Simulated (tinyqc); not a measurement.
Electron continuity equation in a given potential, Scharfetter-Gummel discretisation: three discretisations compared.

Steady state in one dimension: J = q mu n E + q D dn/dx with E = -dpsi/dx and D = mu Vt, dJ/dx = q (n/tau - G), fixed densities nL and nR at the ends. The potential is given, psi = 0 for x < L/2 and U (2 x/L - 1) beyond, and is not changed by the electrons.

10 equal intervals. Fluxes J_i = (q D/h)(n_(i+1) P_i - n_i Q_i), d_i = (psi_(i+1) - psi_i)/Vt: Scharfetter-Gummel P = B(d), Q = B(-d), B(d) = d/(exp(d) - 1); central P = 1 - d/2, Q = 1 + d/2; upwind P = 1 + max(-d, 0), Q = 1 + max(d, 0). Balance at each inner node: J_i - J_(i-1) = q h (n_i/tau - G). The reference is Scharfetter-Gummel on 2000 intervals.

Values chosen for this exercise; mobility close to that of silicon at room temperature:

| symbol | value | unit | meaning |
|---|---|---|---|
| T | 293 | K | temperature |
| mu | 1360 | cm^2/(V s) | electron mobility |
| L | 0.11 | um | length of the region |
| nL | 2.5e15 | cm^-3 | density at x = 0 |
| nR | 2.4e16 | cm^-3 | density at x = L |
| tau | 3.9e-12 | s | lifetime |
| G | 0 | cm^-3 s^-1 | uniform generation rate |
| U | 0.47 | V | potential difference psi(L) - psi(0) |

Constants: q = 1.602176634e-19 C, kB = 1.380649e-23 J/K, Vt = kB T/q. Results are converted to the units shown.

Densities (cm^-3):
```
node  Scharfetter-Gummel     central     upwind  reference
0              2.5000e15   2.5000e15  2.5000e15  2.5000e15
1              1.9970e15   1.9864e15  1.9989e15  1.9970e15
2              1.5121e15   1.4907e15  1.5158e15  1.5120e15
3              1.0408e15   1.0085e15  1.0464e15  1.0408e15
4              5.7898e14   5.3547e14  5.8643e14  5.7888e14
5              1.2235e14   6.7230e13  1.3179e14  1.2224e14
6              1.2206e14   3.1951e14  1.6899e14  1.2195e14
7              1.2209e14  -5.2182e14  3.4619e14  1.2199e14
8              1.3534e14   2.2782e15  1.1862e15  1.3523e14
9              6.9675e14  -7.0463e15  5.1644e15  6.9665e14
10             2.4000e16   2.4000e16  2.4000e16  2.4000e16
```

What does the table show?

Largest errors as a share of the largest reference density listed: Scharfetter-Gummel 4.4e-4 %, central 32 %, upwind 19 %. The largest |d| is 3.72. Central differences give 2 negative value(s), since P or Q changes sign once |d| exceeds 2. Upwinding stays positive but acts as if D were larger by the factor 1 + |d|/2, up to 2.86 here.

Range of the model: The drift velocity mu E exceeds 1e7 cm/s somewhere, where real mobilities no longer stay constant.

Numbers from tinyqc (`OMP_NUM_THREADS=1 python tinyqc.py 2220141 2220142 out.jsonl`; about 0.01 s on one thread of a shared Intel Xeon 2.30GHz).
